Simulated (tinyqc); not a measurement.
Worked calculation: inverse iteration on a symmetric matrix. Computed by tinyqc, a small Python program that keeps every step. Settings: method = inverse, shift = 0.61. Command: `OMP_NUM_THREADS=1 python tinyqc.py 23778 23779 out.jsonl` (the two numbers bound the seeds that draw the settings). One thread of a shared host (Intel(R) Xeon(R) Processor @ 2.60GHz), about 0.01 s of CPU time with the checks.

## Step 1

A:
$$\begin{pmatrix}
2.606000 & 0.645000 & -1.234000 & 1.391000 \\
0.645000 & 2.744000 & 1.731000 & 1.047000 \\
-1.234000 & 1.731000 & 3.113000 & 0.381000 \\
1.391000 & 1.047000 & 0.381000 & 3.835000
\end{pmatrix}$$

vector v at the start: [0.500000, 0.500000, 0.500000, 0.500000]

shift = 0.610000

solve (A - shift) w = v; v' = w/|w| with its largest component positive (the first on a tie); lambda = v'^T A v'.

vector after step 1: [-0.431237, 0.708123, -0.532242, 0.171215]

Rayleigh quotient after step 1 = 0.568692

## Step 2

As before.

vector after step 2: [0.586301, -0.513384, 0.609827, -0.144220]

Rayleigh quotient after step 2 = 0.354702

## Course of the iteration

Stop when the residual |A v - lambda v| is below 1e-9.

Steps:
```
step      lambda  residual
1     0.56869197  9.81e-01
2     0.35470195  6.87e-02
3     0.35294008  9.49e-03
4     0.35288582  1.90e-03
5     0.35288353  3.94e-04
6     0.35288343  8.21e-05
7     0.35288342  1.71e-05
8     0.35288342  3.57e-06
9     0.35288342  7.44e-07
10    0.35288342  1.55e-07
11    0.35288342  3.24e-08
12    0.35288342  6.75e-09
13    0.35288342  1.41e-09
14    0.35288342  2.93e-10
```

all eigenvalues, for comparison: [0.352883, 1.843244, 4.606210, 5.495662]

Converged in 14 steps.
